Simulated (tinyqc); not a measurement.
Worked calculation: plane-wave Kohn-Sham cycle with exchange-only LDA in a layered model solid. One step of it, computed by the program tinyqc.

Problem. Iteration 2: potential. V_H(G) = 4 pi rho(G)/G^2 for G != 0 (uniform background); v_x = -(3 rho/pi)^(1/3); V = V_ext + V_H + v_x; Fourier components f(G_m) = (1/N) sum_j f(x_j) exp(-i G_m x_j).

A solid whose potential varies along x alone (atomic units):
```
parameter                      value
period a                   11.200000
cross-section of the cell  21.000000
electrons per cell                 2
grid points                       16
plane waves -n..n, n               3
k points                           1
V1 in V1 cos(2 pi x/a)     -0.120000
```

density after iteration 1 (e/bohr^3): 0.00967803  0.00952247  0.00913150  0.00867123  0.00828244  0.00801997  0.00787090  0.00779993  0.00777951  0.00779993  0.00787090  0.00801997  0.00828244  0.00867123  0.00913150  0.00952247

Give: Potentials on the grid; V(G_m), m = 0, 1, 2, ....

Solution.

Potentials on the grid (hartree):
```
x          V_ext      V_H      v_x        V
0.0000   -0.1200   0.0391  -0.2099  -0.2907
0.7000   -0.1109   0.0356  -0.2087  -0.2840
1.4000   -0.0849   0.0259  -0.2058  -0.2648
2.1000   -0.0459   0.0124  -0.2023  -0.2359
2.8000         0  -0.0022  -0.1992  -0.2015
3.5000    0.0459  -0.0155  -0.1971  -0.1667
4.2000    0.0849  -0.0259  -0.1959  -0.1369
4.9000    0.1109  -0.0324  -0.1953  -0.1169
5.6000    0.1200  -0.0346  -0.1951  -0.1098
6.3000    0.1109  -0.0324  -0.1953  -0.1169
7.0000    0.0849  -0.0259  -0.1959  -0.1369
7.7000    0.0459  -0.0155  -0.1971  -0.1667
8.4000         0  -0.0022  -0.1992  -0.2015
9.1000   -0.0459   0.0124  -0.2023  -0.2359
9.8000   -0.0849   0.0259  -0.2058  -0.2648
10.5000  -0.1109   0.0356  -0.2087  -0.2840
```

V(G_m), m = 0, 1, 2, ... (hartree): -0.2009  -0.0452  0.0003  0.0000  0.0000  0.0000  0.0000
